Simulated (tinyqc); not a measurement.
Conductance of a narrow metal strip with scatterers (square lattice, Green functions): one step. Green function and transmission. Two cases, with inputs chosen for the exercise.

Question. E - en + 2 t z_n = 2t (z_n - cos(kn a)). Invert, form |t_nm|^2 = (2t)^2 Im(z_n) Im(z_m) |G_nm|^2 and sum. The added resistance is 1/(2 (e^2/h) T) less the same for the clean strip.

A strip of W sites across with hard walls, site energy 0 and hopping -t. Mode n = 1 to W has profile chi_n(j) = sqrt(2/(W + 1)) sin(n j pi/(W + 1)) and energy en = -2t cos(n pi/(W + 1)); E = en - 2t cos(kn a). With z_n = exp(i kn a) (Im k > 0 for closed modes, |z| < 1) each lead gives the self-energy -t z_n in mode n. One column carries the site energies v, here one foreign atom. In the mode basis V_nm = sum_j chi_n(j) v_j chi_m(j), G = (E - en + 2 t z_n - V)^-1, and t_nm = 2t sqrt(sin(kn a) sin(km a)) G_nm in size for open modes. T = sum |t_nm|^2, conductance (2e^2/h) T.

Constants: e^2/h = 3.874045865e-05 S.

Case 1.

Values chosen (out of a larger set: hopping and spacing of the size met in Cu or Al; the lattice is a model; not measured data): t = 1.19 eV (hopping).

Modes:

| n | en (eV) | cos(k a) | z | dE/dk (eV angstrom) |
|---|---|---|---|---|
| 1 | -1.682914 | -1.1314765 | -0.6021004 | 0.000000 |
| 2 | 0.000000 | -0.4243697 | -0.4243697+0.9054890i | 5.689368 |
| 3 | 1.682914 | 0.2827370 | 0.2827370+0.9591975i | 6.026829 |

V (eV):
```
           n=1  n=2        n=3
n=1   2.050000    0  -2.050000
n=2          0    0          0
n=3  -2.050000    0   2.050000
```

Case 2.

Values chosen (out of a larger set: hopping and spacing of the size met in Cu or Al; the lattice is a model; not measured data): t = 1.75 eV (hopping).

Modes:

| n | en (eV) | cos(k a) | z | dE/dk (eV angstrom) |
|---|---|---|---|---|
| 1 | -2.474874 | -0.5328211 | -0.5328211+0.8462279i | 8.381888 |
| 2 | 0.000000 | 0.1742857 | 0.1742857+0.9846951i | 9.753405 |
| 3 | 2.474874 | 0.8813925 | 0.8813925+0.4723847i | 4.678970 |

V (eV):
```
           n=1  n=2        n=3
n=1  -3.400000    0   3.400000
n=2          0    0          0
n=3   3.400000    0  -3.400000
```

Give: G; |t_nm|^2; T; added resistance.

Answer.

Case 1.

G (1/eV):
```
                n=1       n=2             n=3
n=1  0.1186-0.9667i    0.0000  0.5335-0.3726i
n=2          0.0000  -0.4640i          0.0000
n=3  0.5335-0.3726i    0.0000  0.2056-0.1436i
```

|t_nm|^2:
```
     n=1     n=2     n=3
n=1    0       0       0
n=2    0  1.0000       0
n=3    0       0  0.3278
```

T = 1.3278
added resistance = 3267 ohm

Mode 3 passes least (0.328) and mode 2 most (1.000); 0.0 % of the transmitted flux changes mode.

Case 2.

G (1/eV):
```
                 n=1       n=2              n=3
n=1   0.0344-0.2274i    0.0000  -0.0616-0.1974i
n=2           0.0000  -0.2902i           0.0000
n=3  -0.0616-0.1974i    0.0000   0.1104-0.2511i
```

|t_nm|^2:
```
        n=1     n=2     n=3
n=1  0.4640       0  0.2095
n=2       0  1.0000       0
n=3  0.2095       0  0.2057
```

T = 2.0887
added resistance = 1877 ohm

Mode 3 passes least (0.415) and mode 2 most (1.000); 20.1 % of the transmitted flux changes mode.

Computed by tinyqc, one run a case: `OMP_NUM_THREADS=1 python tinyqc.py N N+1 out.jsonl` with N = 1452575, 1452899; one thread of a shared Intel(R) Xeon(R) Processor @ 2.30GHz, about 0.01 s a run at most.
